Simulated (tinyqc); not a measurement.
# Semiconductor laser, carrier and photon rate equations, step by step

Computed by the program tinyqc: `OMP_NUM_THREADS=1 python tinyqc.py 2840019 2840020 out.jsonl`, one thread of a shared Intel Xeon 2.30GHz, about 0.01 s for the whole run. Printed values are rounded.

Carrier density N and photon density S in one mode: dN/dt = F1 = eta I/(q V) - (A N + B N^2 + C N^3) - vg g S; dS/dt = F2 = G vg g S + G be B N^2 - S/tp, with g = g0 ln(N/Ntr)/(1 + ec S). Output power P = Fo Eph S V/(G tp). No heating, no carrier transport.

Values chosen for this exercise: active volume V = 2.7e-11 cm^3; confinement factor G = 0.065; group velocity vg = 7.27e9 cm/s; gain coefficient g0 = 1400 1/cm; transparency density Ntr = 2e18 cm^-3; gain compression ec = 1.4e-17 cm^3; photon lifetime tp = 3.9 ps; defect recombination coefficient A = 1.4e8 1/s; radiative coefficient B = 1.2e-10 cm^3/s; Auger coefficient C = 1.3e-29 cm^6/s; share of spontaneous emission into the mode be = 5.8e-5; injection efficiency eta = 0.92; share of cavity losses that is output Fo = 0.62; photon energy Eph = 1.27 eV; drive current I = 15 mA; time step dt = 7 ps.

Constants: q = 1.602176634e-19 C. Results are converted to the units shown.

## Threshold

gth = 1/(G vg tp), Nth = Ntr exp(gth/g0), Ith = q V (A Nth + B Nth^2 + C Nth^3)/eta. Above it S is near G tp eta (I - Ith)/(q V). Carrier lifetime at threshold Nth/(A Nth + B Nth^2 + C Nth^3).

gth = 542.610 1/cm
Nth = 2.94682e18 cm^-3
Ith = 8.40379 mA
estimate of S = 3.55620e14 cm^-3
carrier lifetime = 1.64879 ns

## Iteration 1: steady state by Newton steps

(N, S) at the start (Nth and the estimate of S): N (1e18 cm^-3) 2.947, S (1e15 cm^-3) 0.356

Jacobian, with a = g0/(N (1 + ec S)) and d = g/(1 + ec S): J11 = -(A + 2 B N + 3 C N^2) - vg a S, J12 = -vg d, J21 = G vg a S + 2 G be B N, J22 = G vg d - 1/tp. Solve J d = -F and add d to (N, S).

F1, F2 (1e27 cm^-3/s): 0.00502520  -4.34211e-4

J (1/ns):
```
            N         S
F1   -2.40940  -3906.37
F2  0.0795245  -2.49624
```

(N, S) after iteration 1: N (1e18 cm^-3) 2.95240, S (1e15 cm^-3) 0.353958

## Iteration 2: steady state by Newton steps

As before.

F1, F2 (1e27 cm^-3/s): 3.70615e-5  -2.85375e-6

J (1/ns):
```
            N         S
F1   -2.40273  -3925.03
F2  0.0789262  -1.28346
```

(N, S) after iteration 2: N (1e18 cm^-3) 2.95243, S (1e15 cm^-3) 0.353946

## Course of the iteration: steady state by Newton steps

Stop when the largest change of (N, S) is below 1e-9, or after 40 iterations. N is counted in 1e18 and S in 1e15 cm^-3, and S must be positive.

Course of the iteration:
```
iteration  S (1e15 cm^-3)  largest |change| of one entry
1                0.353958                        5.40e-3
2                0.353946                        3.60e-5
3                0.353946                        1.49e-9
4                0.353946                        < 1e-15
```

Converged in 4 iterations. The change falls from 0.0054 in the first iteration to below the tolerance in the last.

## Power, relaxation frequency, damping and bandwidth

N = 2.95243e18 cm^-3
S = 3.53946e14 cm^-3

Jacobian, with a = g0/(N (1 + ec S)) and d = g/(1 + ec S): J11 = -(A + 2 B N + 3 C N^2) - vg a S, J12 = -vg d, J21 = G vg a S + 2 G be B N, J22 = G vg d - 1/tp. wR^2 = det J, gamma = -trace J, fR = wR/(2 pi); the response wR^2/(wR^2 - w^2 + i gamma w) falls to 1/sqrt(2) at w^2 = x + sqrt(x^2 + wR^4), x = wR^2 - gamma^2/2 (f3dB = w/(2 pi)).

P = 4.75585 mW
fR = 2.81505 GHz
gamma = 3.67809 1/ns
f3dB = 4.34046 GHz

f3dB is 1.54 times fR (1.55 without damping). gamma/wR = 0.21: the response has a resonance peak.

## One Runge-Kutta step of a transient

(N, S) at the start: N (1e18 cm^-3) 3.011, S (1e15 cm^-3) 0.177

y = (N, S), k1 = F(y), k2 = F(y + dt k1/2), k3 = F(y + dt k2/2), k4 = F(y + dt k3), y(new) = y + dt (k1 + 2 k2 + 2 k3 + k4)/6.

slopes per ps, N in 1e18 and S in 1e15 cm^-3:
```
         dN/dt       dS/dt
k1  5.90536e-4  0.00240875
k2  5.51801e-4  0.00260136
k3  5.49254e-4  0.00260480
k4  5.07795e-4  0.00280742
```

(N, S) after the step: N (1e18 cm^-3) 3.01485, S (1e15 cm^-3) 0.195233
